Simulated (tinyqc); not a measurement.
Donor in an ellipsoidal valley (Kohn-Luttinger variational method): one step, computed by the program tinyqc. Command: `OMP_NUM_THREADS=1 python tinyqc.py 3018736 3018737 out.jsonl kohnlutt walk`. One thread of a shared host (Intel(R) Xeon(R) Processor @ 2.30GHz), about 0.03 s of CPU time with the checks.

H = -(d^2/dx^2 + d^2/dy^2) - gamma d^2/dz^2 - 2/r in units built on m_t, with gamma = m_t/m_l and z along the valley axis. One valley; no valley-orbit or central-cell term.

Question. Effective units. Ry* = Ry m_t/eps^2, a* = a_0 eps/m_t, gamma = m_t/m_l.

Inputs (values chosen for the exercise, modelled on silicon): transverse mass m_t = 0.188 m_0; longitudinal mass m_l = 0.91 m_0; dielectric constant eps = 11.6.

Constants: Ry = 13.605693123 eV; a_0 = 0.529177210903 angstrom.

Give: Ry*; a*; gamma.

Answer.

Ry* = 19.01 meV

a* = 32.65 angstrom

gamma = 0.2066
